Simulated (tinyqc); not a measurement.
Bandgap voltage reference from two bipolar transistors: effect of the output resistor at T0.

Two transistors of area 1 and N carry the same current I. Is(T) = Is (T/T0)^eta exp[(Vg0 q/kB)(1/T0 - 1/T)], VBE1 = Vt ln(I/Is(T)) + I rb, VBE2 = Vt ln(I/(N Is(T))) + I rb/N. The amplifier forces I R1(T) = VBE1 - VBE2 + Vos, with R(T) = R (1 + tc (T - T0)) for both resistors, and the output is Vref = VBE1 + I R2(T). Base currents and the Early effect are neglected.

Vt = kB T/q; I = (Vt ln N + Vos)/(R1(T) - rb (1 - 1/N)). Box coefficient: span of Vref between 233 and 398 K over its average over T and over 165 K. The last column is the R2 that gives zero slope at T0.

Parameters, values chosen for the exercise; values of the order met in silicon bipolar transistors:
```
symbol    value   unit                                                   meaning
T0          298      K                                     reference temperature
Vg0       1.205      V                      band-gap voltage extrapolated to 0 K
eta         3.2                   temperature exponent of the saturation current
Is      5.4e-17      A           saturation current of the unit transistor at T0
N             8                              area ratio of the second transistor
R1          4.9   kohm  resistor across which the difference of VBE falls, at T0
tc         1000  ppm/K                 temperature coefficient of both resistors
Vos           0     mV                                   offset of the amplifier
rb           17    ohm                  series resistance of the unit transistor
```

Constants: q = 1.602176634e-19 C, kB = 1.380649e-23 J/K. Results are converted to the units shown.

Result of one run:

| R2 (kohm) | I at T0 (uA) | Vref at T0 (V) | slope at T0 (uV/K) | box coefficient (ppm/K) | R2 for zero slope (kohm) |
|---|---|---|---|---|---|
| 57.74 | 10.93 | 1.300 | 100.9 | 69.09 | 54.99 |

What becomes of these results when the output resistor at T0 R2 is changed from 57.74 to 56.09 kohm, all else the same?

Result of the changed run:

| R2 (kohm) | I at T0 (uA) | Vref at T0 (V) | slope at T0 (uV/K) | box coefficient (ppm/K) | R2 for zero slope (kohm) |
|---|---|---|---|---|---|
| 56.09 | 10.93 | 1.282 | 40.46 | 26.07 | 54.99 |

The whole series:

| R2 (kohm) | I at T0 (uA) | Vref at T0 (V) | slope at T0 (uV/K) | box coefficient (ppm/K) | R2 for zero slope (kohm) |
|---|---|---|---|---|---|
| 50.59 | 10.93 | 1.222 | -161.1 | 141.3 | 54.99 |
| 52.24 | 10.93 | 1.240 | -100.6 | 90.29 | 54.99 |
| 53.89 | 10.93 | 1.258 | -40.16 | 41.51 | 54.99 |
| 54.99 | 10.93 | 1.270 | 0.1501 | 17.22 | 54.99 |
| 56.09 | 10.93 | 1.282 | 40.46 | 26.07 | 54.99 |
| 57.74 | 10.93 | 1.300 | 100.9 | 69.09 | 54.99 |
| 59.38 | 10.93 | 1.318 | 161.0 | 113.6 | 54.99 |

As R2 goes from 50.59 to 59.38, Vref rises from 1.222 to 1.318 V and the box coefficient goes from 141 through a minimum of 17.2 (at R2 = 54.99 among the rows listed) to 114 ppm/K. One per cent in R2 moves the slope by 20.2 uV/K.

Program tinyqc, `OMP_NUM_THREADS=1 python tinyqc.py 2062016 2062017 out.jsonl`; Intel Xeon 2.30GHz, shared host, one thread, about 0.02 s.
